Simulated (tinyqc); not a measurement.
Empirical pseudopotential in a few plane waves, step by step. One step of it, computed by the program tinyqc.

Question. Levels at k. Diagonalise the Hermitian matrix.

H(k) at k (eV):
```
                     +0+0+0               -1-1-1               -1-1+1               -1+1-1
+0+0+0             2.170283   1.962618+0.404068i  -1.962618+0.404068i  -1.962618+0.404068i
-1-1-1   1.962618-0.404068i             6.616756   0.000000-1.047638i   0.000000-1.047638i
-1-1+1  -1.962618-0.404068i   0.000000+1.047638i             5.323237             0.326537
-1+1-1  -1.962618-0.404068i   0.000000+1.047638i             0.326537            14.862943
-1+1+1  -1.962618+0.404068i            -0.326537   0.000000+1.047638i   0.000000+1.047638i
+1-1-1  -1.962618-0.404068i   0.000000+1.047638i             0.326537             0.326537
+1-1+1  -1.962618+0.404068i            -0.326537   0.000000+1.047638i             0.000000
+1+1-1  -1.962618+0.404068i            -0.326537             0.000000   0.000000+1.047638i
+1+1+1   1.962618+0.404068i             0.000000            -0.326537            -0.326537
-2+0+0   0.000000-1.047638i  -1.962618+0.404068i  -1.962618-0.404068i  -1.962618-0.404068i
+0-2+0   0.000000-1.047638i  -1.962618+0.404068i  -1.962618-0.404068i   0.298241-0.153931i
+0+0-2   0.000000-1.047638i  -1.962618+0.404068i   0.298241-0.153931i  -1.962618-0.404068i
+0+0+2   0.000000+1.047638i  -0.298241-0.153931i   1.962618+0.404068i  -0.298241+0.153931i
+0+2+0   0.000000+1.047638i  -0.298241-0.153931i  -0.298241+0.153931i   1.962618+0.404068i
+2+0+0   0.000000+1.047638i  -0.298241-0.153931i  -0.298241+0.153931i  -0.298241+0.153931i

                     -1+1+1               +1-1-1               +1-1+1               +1+1-1
+0+0+0  -1.962618-0.404068i  -1.962618+0.404068i  -1.962618-0.404068i  -1.962618-0.404068i
-1-1-1            -0.326537   0.000000-1.047638i            -0.326537            -0.326537
-1-1+1   0.000000-1.047638i             0.326537   0.000000-1.047638i             0.000000
-1+1-1   0.000000-1.047638i             0.326537             0.000000   0.000000-1.047638i
-1+1+1            13.569423             0.000000             0.326537             0.326537
+1-1-1             0.000000            15.024633   0.000000-1.047638i   0.000000-1.047638i
+1-1+1             0.326537   0.000000+1.047638i            13.731113             0.326537
+1+1-1             0.326537   0.000000+1.047638i             0.326537            23.270819
+1+1+1   0.000000+1.047638i            -0.326537   0.000000+1.047638i   0.000000+1.047638i
-2+0+0   1.962618-0.404068i   0.298241-0.153931i  -0.298241-0.153931i  -0.298241-0.153931i
+0-2+0  -0.298241-0.153931i  -1.962618-0.404068i   1.962618-0.404068i  -0.298241-0.153931i
+0+0-2  -0.298241-0.153931i  -1.962618-0.404068i  -0.298241-0.153931i   1.962618-0.404068i
+0+0+2  -1.962618+0.404068i  -0.298241+0.153931i  -1.962618+0.404068i   0.298241+0.153931i
+0+2+0  -1.962618+0.404068i  -0.298241+0.153931i   0.298241+0.153931i  -1.962618+0.404068i
+2+0+0   0.298241+0.153931i   1.962618+0.404068i  -1.962618+0.404068i  -1.962618+0.404068i

                     +1+1+1               -2+0+0               +0-2+0               +0+0-2
+0+0+0   1.962618-0.404068i   0.000000+1.047638i   0.000000+1.047638i   0.000000+1.047638i
-1-1-1             0.000000  -1.962618-0.404068i  -1.962618-0.404068i  -1.962618-0.404068i
-1-1+1            -0.326537  -1.962618+0.404068i  -1.962618+0.404068i   0.298241+0.153931i
-1+1-1            -0.326537  -1.962618+0.404068i   0.298241+0.153931i  -1.962618+0.404068i
-1+1+1   0.000000-1.047638i   1.962618+0.404068i  -0.298241+0.153931i  -0.298241+0.153931i
+1-1-1            -0.326537   0.298241+0.153931i  -1.962618+0.404068i  -1.962618+0.404068i
+1-1+1   0.000000-1.047638i  -0.298241+0.153931i   1.962618+0.404068i  -0.298241+0.153931i
+1+1-1   0.000000-1.047638i  -0.298241+0.153931i  -0.298241+0.153931i   1.962618+0.404068i
+1+1+1            21.977300  -0.298241-0.153931i  -0.298241-0.153931i  -0.298241-0.153931i
-2+0+0  -0.298241+0.153931i             9.931400             0.326537             0.326537
+0-2+0  -0.298241+0.153931i             0.326537            10.093090             0.326537
+0+0-2  -0.298241+0.153931i             0.326537             0.326537            19.632796
+0+0+2  -1.962618-0.404068i            -0.326537            -0.326537             0.000000
+0+2+0  -1.962618-0.404068i            -0.326537             0.000000            -0.326537
+2+0+0  -1.962618-0.404068i             0.000000            -0.326537            -0.326537

                     +0+0+2               +0+2+0               +2+0+0
+0+0+0   0.000000-1.047638i   0.000000-1.047638i   0.000000-1.047638i
-1-1-1  -0.298241+0.153931i  -0.298241+0.153931i  -0.298241+0.153931i
-1-1+1   1.962618-0.404068i  -0.298241-0.153931i  -0.298241-0.153931i
-1+1-1  -0.298241-0.153931i   1.962618-0.404068i  -0.298241-0.153931i
-1+1+1  -1.962618-0.404068i  -1.962618-0.404068i   0.298241-0.153931i
+1-1-1  -0.298241-0.153931i  -0.298241-0.153931i   1.962618-0.404068i
+1-1+1  -1.962618-0.404068i   0.298241-0.153931i  -1.962618-0.404068i
+1+1-1   0.298241-0.153931i  -1.962618-0.404068i  -1.962618-0.404068i
+1+1+1  -1.962618+0.404068i  -1.962618+0.404068i  -1.962618+0.404068i
-2+0+0            -0.326537            -0.326537             0.000000
+0-2+0            -0.326537             0.000000            -0.326537
+0+0-2             0.000000            -0.326537            -0.326537
+0+0+2            17.045757             0.326537             0.326537
+0+2+0             0.326537            26.585463             0.326537
+2+0+0             0.326537             0.326537            26.747153
```

Give: eigenvalues.

Answer.

eigenvalues (eV): -1.8393  4.0192  6.2178  7.7576  11.2234  13.0603  13.4898  14.7704  15.5416  18.8320  20.2386  21.5320  24.5516  27.1872  30.0000
